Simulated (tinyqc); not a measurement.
Energy and delay of logic against supply voltage: one step of the calculation.

One expression serves below and above threshold: I(Vg) = Ik [ln(1 + exp((Vg - VT + dd V)/(al nf Vt)))]^al, with I_on = I(V) and I_off = I(0). Gate delay td = kd C V/I_on, clock period LD td. Per gate and cycle the switching energy is act C V^2 and the leakage energy I_off V LD td. No short-circuit current, no variation. Minima are sought above 0.09 V; below a few Vt gates no longer switch and the model has no meaning.

Question. New V. Minimum-energy supply: E(V) is the energy per gate and cycle; with h = 0.001 V, E' = (E(V + h) - E(V - h))/(2 h), E'' = (E(V - h) - 2 E(V) + E(V + h))/h^2, V(new) = V - E'/E''.

Inputs (values chosen for the exercise); values of the order met in logic technologies: temperature T = 378 K; threshold voltage at zero drain bias VT = 0.4 V; slope factor nf = 1.07; barrier lowering per volt of supply dd = 0.05; specific current of a gate Ik = 0.44 uA; exponent of the current law al = 1.62; load capacitance of a gate C = 1.1 fF; delay factor kd = 0.8; logic depth LD = 60; activity factor act = 0.05.

Constants: q = 1.602176634e-19 C, kB = 1.380649e-23 J/K, Vt = kB T/q. Results are converted to the units shown.

V after iteration 1 = 0.26147750 V

Find: E'; E''; V after iteration 2.

Answer.

E' = -13.559 aJ/V
E'' = 929.20 aJ/V^2
V after iteration 2 = 0.27607 V

Numbers from tinyqc (`OMP_NUM_THREADS=1 python tinyqc.py 2082143 2082144 out.jsonl`; about 0.01 s on one thread of a shared Intel Xeon 2.30GHz).
